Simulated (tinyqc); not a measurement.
## Polarisation charge from two barrier thicknesses

Inverse problem. VT = phiB - dEc - q sigma d/(eps0 eps_r). Find sigma, phiB - dEc and the thickness at which VT = 0.

Inputs (values chosen for the exercise):
- eps_r = 9.3 (relative permittivity of barrier and channel)

Constants: q = 1.602176634e-19 C, eps0 = 8.8541878128e-14 F/cm where lengths are in cm. Results are converted to the units shown.

VT for d = 20 and 26 nm (V): -2.4339731  -3.4157331

Solution. VT is linear in d.

sigma = 8.410e12 cm^-2
phiB - dEc = 0.8386 V
thickness for VT = 0 = 5.125 nm

tinyqc, about 0.02 s, one thread, Intel Xeon 2.30GHz (shared host): `OMP_NUM_THREADS=1 python tinyqc.py 2570136 2570137 out.jsonl`
